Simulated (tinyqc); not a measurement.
Effective-mass impurity with a central-cell term, in a basis of Slater functions: one step, computed by the program tinyqc. Command: `OMP_NUM_THREADS=1 python tinyqc.py 3021070 3021071 out.jsonl centralcell walk`. One thread of a shared host (Intel(R) Xeon(R) Processor @ 2.30GHz), about 0.01 s of CPU time with the checks.

The envelope obeys H = -nabla^2 - (2/r) [Z + A exp(-kappa r)] in effective units, with kappa = a*/lambda; positive A deepens the well near the core.

Problem. Generalised eigenproblem. (T + V + W) c = E S c with c^T S c = 1 and the largest component positive.

Impurity: acceptor, one isotropic band.

kinetic T (Ry*):
```
           1          2          3
1     0.1936  0.3702880  0.3858591
2  0.3702880   1.517824   2.903058
3  0.3858591   2.903058   11.89974
```

Coulomb V (Ry*):
```
            1          2           3
1       -0.88  -1.142122  -0.9888086
2   -1.142122     -2.464   -3.197942
3  -0.9888086  -3.197942     -6.8992
```

central cell W (Ry*):
```
             1           2           3
1  -0.03074173  -0.1156312  -0.3249472
2   -0.1156312  -0.4444970   -1.303950
3   -0.3249472   -1.303950   -4.181604
```

overlap S:
```
          1         2         3
1  1.000000  0.683087  0.254219
2  0.683087  1.000000  0.683087
3  0.254219  0.683087  1.000000
```

Give: two lowest levels; coefficients of the lowest state; <T>; <W>.

Solution.

two lowest levels (Ry*): -1.524  -0.282

coefficients of the lowest state: -0.0322  0.8728  0.2003

<T> = 2.623 Ry*

<W> = -0.9515 Ry*
